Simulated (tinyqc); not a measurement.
# Electron mobility in a silicon inversion layer, empirical terms and Matthiessen rule, step by step

Numbers from tinyqc (`OMP_NUM_THREADS=1 python tinyqc.py 2510110 2510111 out.jsonl`; about 0.01 s on one thread of a shared Intel Xeon 2.30GHz). Printed values are rounded.

Inversion layer of sheet density Ns on a uniformly doped body. The mobility terms are empirical power laws with prefactors chosen for the exercise; adding their inverses (Matthiessen) is itself an approximation.

Inputs (values chosen for the exercise); material values close to those of silicon:

| symbol | value | unit | meaning |
|---|---|---|---|
| T | 325 | K | temperature |
| Eg | 1.14 | eV | band gap |
| eps_r | 11.9 |  | relative permittivity of the semiconductor |
| Nc | 3.12e19 | cm^-3 | conduction-band density of states at T |
| Nv | 3e19 | cm^-3 | valence-band density of states at T |
| Nb | 7.3e16 | cm^-3 | body doping |
| Vsb | 0.3 | V | reverse body bias |
| eta | 0.5 |  | weight of the inversion charge in the effective field |
| Cox | 0.9 | uF/cm^2 | gate capacitance |
| Ap | 457 | cm^2/(V s) | phonon-limited mobility at 1 MV/cm and 300 K |
| As | 1010 | cm^2/(V s) | roughness-limited mobility at 1 MV/cm |
| gs | 2 |  | exponent of the roughness term |
| Ac | 3700 | cm^2/(V s) | Coulomb prefactor |
| Nit | 4.7e11 | cm^-2 | charge at the interface |
| Ns | 3.6e12 | cm^-2 | inversion density |
| WL | 5 |  | ratio W/L |
| Vd | 0.02 | V | drain voltage |
| I | 23.5 | uA | measured linear current |

Constants: q = 1.602176634e-19 C, kB = 1.380649e-23 J/K, Vt = kB T/q, eps0 = 8.8541878128e-14 F/cm where lengths are in cm. Results are converted to the units shown.

## Depletion charge and effective field

ni = sqrt(Nc Nv) exp(-Eg/(2 Vt)), Eg in volts; Ndep = sqrt(2 eps0 eps_r Nb (2 Vt ln(Nb/ni) + Vsb)/q); E = q (Ndep + eta Ns)/(eps0 eps_r), in MV/cm.

ni = 4.432435e10 cm^-3
Ndep = 1.028533e12 cm^-2
E = 0.4301065 MV/cm

The depletion charge gives 36.4 % of the field.

## Mobility terms and their sum

With t = T/(300 K): muC = Ac (Ns/1e12 cm^-2) t/(Nb/1e17 cm^-3 + Nit/1e11 cm^-2), muP = Ap E^(-1/3) t^(-1.75), muS = As E^(-gs); 1/mu is the sum of the inverses.

terms (cm^2/(V s)): Coulomb 2657.459, phonon 526.2884, roughness 5459.707
mu = 406.5771 cm^2/(V s)
shares of 1/mu (%): Coulomb 15.29947, phonon 77.25366, roughness 7.446867

The phonon term limits most.

## Iteration 1: inversion density for the measured current

Ns at the start = 1.8e12 cm^-2

I = (W/L) q Ns mu Vd. E = q (Ndep + eta Ns)/(eps0 eps_r) in MV/cm. With t = T/(300 K): muC = Ac (Ns/1e12 cm^-2) t/(Nb/1e17 cm^-3 + Nit/1e11 cm^-2), muP = Ap E^(-1/3) t^(-1.75), muS = As E^(-gs); 1/mu is the sum of the inverses. Ns(new) = I/((W/L) q mu Vd).

E = 0.2932526 MV/cm
mu = 398.3888 cm^2/(V s)
Ns after iteration 1 = 3.681717e12 cm^-2

## Iteration 2: inversion density for the measured current

As before.

E = 0.4363194 MV/cm
mu = 405.5740 cm^2/(V s)
Ns after iteration 2 = 3.616490e12 cm^-2

## Course of the iteration: inversion density for the measured current

Stop when Ns changes by less than 1e5 cm^-2, or after 120 iterations.

Course of the iteration:
```
iteration   Ns (cm^-2)  |change| (cm^-2)
1          3.681717e12           1.88e12
2          3.616490e12           6.52e10
3          3.609325e12            7.17e9
4          3.608559e12            7.66e8
5          3.608478e12            8.17e7
6          3.608469e12            8.71e6
7          3.608468e12            9.28e5
8          3.608468e12            9.89e4
```

Converged in 8 iterations. At the end each change is about 0.11 times the one before: linear convergence.

## Split C-V extraction

```
point  Vg (V)  Cgc (uF/cm^2)       I (uA)
0         0.1    1.804388e-4  1.988757e-8
1        0.15    7.120276e-4  3.098265e-7
2         0.2    0.002804842  4.816620e-6
3        0.25     0.01097386  7.426511e-5
4         0.3     0.04182576  0.001109258
5        0.35      0.1452441   0.01477826
6         0.4      0.3885864    0.1410867
7        0.45      0.6750068    0.7297225
8         0.5      0.8299379     2.042878
9        0.55      0.8811605     3.873121
10        0.6      0.8951528     5.937476
11       0.65      0.8987674     8.075313
12        0.7      0.8996875     10.20928
```

Q(Vg) is the trapezoid sum of Cgc from the first point (where Q is taken as 0); mu_eff = I/((W/L) Q Vd); mu_FE = (dI/dVg)/((W/L) Cox Vd) with a backward difference. Listed from point 4 on.

```
point  Q (uC/cm^2)  mu_eff (cm^2/(V s))  mu_FE (cm^2/(V s))
4      0.001774692             6.250424           0.2299983
5      0.006451437             22.90692            3.037555
6       0.01979720             71.26599            28.06854
7       0.04638703             157.3118            130.8080
8       0.08401065             243.1690            291.8124
9        0.1267881             305.4799            406.7207
10       0.1711959             346.8234            458.7454
11       0.2160439             373.7810            475.0749
12       0.2610053             391.1523            474.2157
```

At the last point mu_FE is 21 % above mu_eff.
